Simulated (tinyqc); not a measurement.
Single-junction solar cell, detailed-balance limit: two steps of the calculation.

Every photon above the gap Eg makes one pair and none below is absorbed; carriers thermalise at T and move without loss. Jsc = q fs X Phi(Eg, Ts); the dark current is J0 = q ge Phi(Eg, T)/ERE with the Boltzmann factor exp(V/Vt). The efficiency is the electrical power over fs X sigma Ts^4.

Inputs (values chosen for the exercise): cell temperature T = 300 K; temperature of the black-body sun Ts = 5760 K; share of the hemisphere filled by the sun fs = 2.16e-5; concentration X = 1; external radiative efficiency ERE = 0.3; number of faces that emit ge = 1; band gap Eg = 2.04 eV.

Constants: q = 1.602176634e-19 C, kB = 1.380649e-23 J/K, h = 6.62607015e-34 J s, c = 299792458 m/s. Results are converted to the units shown.

Question 1. Photocurrent, dark current and incident power. Photon flux above E from a black body at temperature T into a hemisphere: Phi(E, T) = A sum_k exp(-k E/th)[E^2 th/k + 2 E th^2/k^2 + 2 th^3/k^3], k = 1, 2, ..., with th = kB T/q in eV and A = 2 pi q^3/(h^3 c^2). Jsc = q fs X Phi(Eg, Ts), J0 = q ge Phi(Eg, T)/ERE. Pin = fs X sigma Ts^4, sigma = 2 pi^5 kB^4/(15 h^3 c^2).

Give: Jsc; J0; Pin.

Answer 1.

Jsc = 18.730 mA/cm^2
J0 = 3.1243e-28 mA/cm^2
Pin = 134.82 mW/cm^2

Question 2. Maximum power point by substitution. v = Vmp/Vt solves (1 + v) exp(v) = 1 + Jsc/J0; v(new) = ln[(1 + Jsc/J0)/(1 + v)].

v at the start = 0
Jsc = 18.729580 mA/cm^2
J0 = 3.1243494e-28 mA/cm^2

Wanted: v after iteration 1.

Answer 2.

v after iteration 1 = 66.26

Computed by the program tinyqc: `OMP_NUM_THREADS=1 python tinyqc.py 2820017 2820018 out.jsonl`, one thread of a shared Intel Xeon 2.30GHz, about 0.01 s for the whole run.
